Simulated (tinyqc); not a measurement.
What moves the results: hole subbands of a hard-walled well, four-band Luttinger model. A value that a table varies takes the place of the one given here.

Hole energies are counted downwards from the unstrained band edge, c = hbar^2/2m0. After the usual block transformation one block is H = [[P + Q - Zs, R - i S], [R + i S, P - Q + Zs]] in (heavy, light), with P +/- Q = c [(g1 +/- g2) k^2 + (g1 -/+ 2 g2) kz^2], R = sqrt(3) c gR k^2, S = 2 sqrt(3) c g3 k kz, kz = -i d/dz; axial approximation gR = (g2 + g3)/2. Zs = b (e_par - e_perp) is the shear part of the strain (the hydrostatic part shifts all levels alike and is left out). Basis sqrt(2/L) sin(n pi z/L), n = 1 to N, for each component: kz^2 gives (n pi/L)^2 and the heavy-light block is R delta_nm - 2 sqrt(3) c g3 k D_nm with D_nm = 4 n m/(L (n^2 - m^2)) for n + m odd, 0 otherwise. The other block has the same levels. The split-off band is left out.

Constants: hbar^2/2m0 = 3.80998211 eV angstrom^2.

Parameters, chosen for this exercise (near those of InAs; shifted at random, so the results belong to these values and not to a real crystal):
```
symbol  value                                                    unit        meaning
g1      20                                                                   Luttinger gamma1
g2      8.49                                                                 gamma2
g3      9.18                                                                 gamma3
L       135                                                      angstrom    well width along [001]
Zs      0                                                        eV          shear strain energy
k       0.0366                                                   1/angstrom  wave vector in the plane
Zlist   (-0.0802, -0.0536, -0.0268, -0.0079, 0, 0.0224, 0.0816)  eV          shear strain energies (negative: tension in the plane, for b < 0)
```

## Which coupling does what

N = 20, at the given k. Diagonal: R = S = 0. Along [100] and [110] gR is g2 and g3 instead of their mean.

Hole energies (meV):
```
model         E1      E2      E3      E4
diagonal  135.04  151.64  170.33  201.48
R alone    64.80  142.75  190.49  221.88
S alone    45.68   55.46   93.55  123.78
axial      19.82   41.47   78.82  119.83
[100]      21.66   42.52   79.69  120.22
[110]      17.92   40.39   77.95  119.42
```

How do the results move?

The couplings move E1 by -115.23 meV: R alone by -70.24, S alone by -89.36, so S matters more at k L/pi = 1.57 (R grows as k^2 and joins equal n, S as k and joins n of opposite parity). Warping spreads E1 by 3.75 meV between [100] and [110], the hole being heavier along [110]; the axial value lies between them.

## Strain

N = 20. dE is the rise of the top subband from k = 0 to k1 = pi/(4L), m1 = c k1^2/dE (dash if dE is not positive), and the heavy weight is taken at k = pi/L.

Top subband:
```
Zs (eV)  HH1 (meV)  LH1 (meV)  dE (meV)  heavy weight  m1 (m0)
-0.0802       86.4       -3.9    -0.511         0.145        -
-0.0536       59.8       22.7    -2.095         0.241        -
-0.0268       33.0       49.5     2.145         0.408    0.060
-0.0079       14.1       68.4     2.840         0.556    0.045
0.0000         6.2       76.3     2.903         0.616    0.044
0.0224       -16.2       98.7     3.022         0.758    0.043
0.0816       -75.4      157.9     3.198         0.925    0.040
```

What does this show?

HH1 and LH1 cross at Zs = -2 c g2 (pi/L)^2 = -0.0350 eV; for more negative Zs the light hole is on top. Among the rows with HH1 on top, m1 goes from 0.060 to 0.040 m0 as the splitting widens from 16 to 233 meV, against the unmixed 1/(g1 + g2) = 0.035: compression lightens the holes here. A dash marks a top subband whose hole energy at k1 lies below that at k = 0: an electron-like (negative) mass. m1 describes the neighbourhood of k = 0 only; where HH1 and LH1 lie close, the band may peak further out.

## What each parameter does

N = 20; the three lowest hole energies at the given k and the heavy weight of the lowest. Each row changes one parameter from the base and keeps the others.

Results:
```
case                   E1 (meV)  E2 (meV)  E3 (meV)  heavy weight
base                      19.82     41.47     78.82         0.479
g1 = 21.6                 34.41     68.53    121.74         0.465
g2 = 7.64                 24.80     51.93    103.42         0.473
g3 = 8.45                 28.74     56.67     95.85         0.468
L = 145 angstrom          18.24     36.41     68.52         0.461
Zs = 0.02 eV              18.84     32.23     66.29         0.570
k = 0.0476 1/angstrom     26.08     44.50     79.75         0.415
```

What does this show?

The largest shifts from the base row, up to three for each result and ties (the steps differ in size, so this ranks the rows, not the parameters). E1 (meV): g1 +14.59, g3 +8.92, k +6.27. E2 (meV): g1 +27.06, g3 +15.20, g2 +10.46. E3 (meV): g1 +42.91, g2 +24.60, g3 +17.03. heavy weight: Zs +0.090, k -0.064, L -0.019.

Computed by tinyqc, a small Python program: `OMP_NUM_THREADS=1 python tinyqc.py 1251179 1251180 out.jsonl` (the numbers bound the seed that draws the inputs); one thread of a shared host (Intel(R) Xeon(R) Processor @ 2.30GHz), about 0.1 s for the whole set of steps.
